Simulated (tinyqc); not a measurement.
# Reflectance at normal incidence against thickness

Normal incidence on air, film (n1) and substrate (N2 = n2 - i k2): r01 = (1 - n1)/(1 + n1), r12 = (n1 - N2)/(n1 + N2), amplitude (r01 + r12 X)/(1 + r01 r12 X), X = exp(-4 pi i n1 d/lam), R its squared modulus, phase from 0 to 360 degrees.

Inputs (values chosen for the exercise): wavelength lam = 546.1 nm; index of the transparent film n1 = 1.628; index of the substrate n2 = 4.086; extinction coefficient of the substrate k2 = 0.031.

Results:

| d (nm) | R (%) | phase of the reflected amplitude (degrees) |
|---|---|---|
| 0 | 36.82 | 179.8 |
| 21 | 33.46 | 154.3 |
| 42 | 23.81 | 124.5 |
| 64 | 10.47 | 78.87 |
| 85 | 4.573 | 353.3 |
| 128 | 25.33 | 231.3 |
| 149 | 34.25 | 202.3 |
| 170 | 36.77 | 177.1 |

Estimate the missing row, d = 106 nm.

Computed row:

| d (nm) | R (%) | phase of the reflected amplitude (degrees) |
|---|---|---|
| 106 | 11.96 | 274.1 |

With this row back in the table: R goes from 36.8 through a minimum of 4.57 (at d = 85 nm among the rows listed) to 36.8 %. At a quarter wave, d = 83.9 nm, R = 4.54 %; for a transparent substrate it would vanish for n1 = sqrt(n2) = 2.02.

Program tinyqc, `OMP_NUM_THREADS=1 python tinyqc.py 2870136 2870137 out.jsonl`; Intel Xeon 2.30GHz, shared host, one thread, about 0.4 s.
